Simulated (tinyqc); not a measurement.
CCD on RHF in the sto-3g basis, for H6, spin multiplicity 1, step by step (part 2 of 2). Computed by tinyqc, a small Python program that keeps every step (integrals from PySCF). Command: `OMP_NUM_THREADS=1 python tinyqc.py 23030 23031 out.jsonl` (the two numbers bound the seeds that draw the settings). One thread of a shared host (Intel(R) Xeon(R) Processor @ 2.60GHz), about 0.08 s of CPU time with the checks.

Geometry (angstrom):
```
atom         x         y         z
H     0.000000  0.000000  0.000000
H     0.000000  0.000000  0.738000
H     0.000000  0.000000  2.202000
H     0.000000  0.000000  2.940000
H     0.000000  0.000000  4.404000
H     0.000000  0.000000  5.142000
```

## CCD: convergence

E_corr = 1/4 sum <ij||ab> t_ij^ab; stop when the norm of the change is below 1e-8.

Course of the amplitude iterations:
```
update  correlation energy (hartree)  norm of the change
0                        -0.04014209                   -
1                        -0.05374017            8.68e-02
2                        -0.05840942            3.07e-02
3                        -0.06090841            1.10e-02
4                        -0.06089760            7.07e-04
5                        -0.06089817            1.66e-04
6                        -0.06089868            4.46e-05
7                        -0.06089894            1.21e-05
8                        -0.06089894            1.49e-06
9                        -0.06089894            5.63e-07
10                       -0.06089894            2.07e-07
11                       -0.06089894            2.99e-08
12                       -0.06089894            7.14e-09
```

Converged amplitudes (spin orbitals 1a, 1b, ...; amplitudes related by a flip of all spins are not repeated; the 24 largest):
```
from      to          t
3a 3b  4a 4b  -0.055736
2a 2b  5a 5b  -0.051537
1a 1b  4a 4b  -0.047963
1a 3b  4a 6b  -0.043308
2a 2b  4a 4b  -0.041242
2a 3b  4a 5b   0.039587
3a 3b  5a 5b  -0.035404
3a 3b  6a 6b  -0.035154
1a 3b  4b 6a   0.033808
1a 2b  4a 5b  -0.031537
2a 3b  4b 5a  -0.029994
1a 1b  6a 6b  -0.029174
2a 3b  5a 6b  -0.026348
1a 2b  4b 5a   0.025927
1a 3b  5a 5b   0.024462
2a 2b  4a 6b   0.024441
1a 1b  5a 5b  -0.023438
1a 2b  5a 6b   0.022038
2a 3b  5b 6a   0.021366
2a 2b  6a 6b  -0.018973
1a 2b  5b 6a  -0.017756
1a 1b  4a 6b  -0.014669
1a 3b  6a 6b  -0.012810
1a 3b  4a 4b  -0.012301
```

CCD total energy = -3.38877377 hartree

Converged in 12 updates, with DIIS from the third.
